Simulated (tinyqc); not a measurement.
## Overdrive from the zero-temperature-coefficient point

Problem. P(T) = V I0 (T/300 K)^(-al) [1 + kv (T - 300 K)/Vov]^2. The power does not change with T where al/T = 2 kv/(Vov + kv (T - 300 K)). Find Vov.

Parameters, values chosen for the exercise:
- al = 1.5 (exponent of the mobility)
- kv = 3.3 mV/K (fall of the threshold with temperature)

temperature of zero gain = 281.81818 K

Answer. The condition is linear in Vov.

Vov = 1.30 V

tinyqc, about 0.01 s, one thread, Intel Xeon 2.30GHz (shared host): `OMP_NUM_THREADS=1 python tinyqc.py 2520144 2520145 out.jsonl`
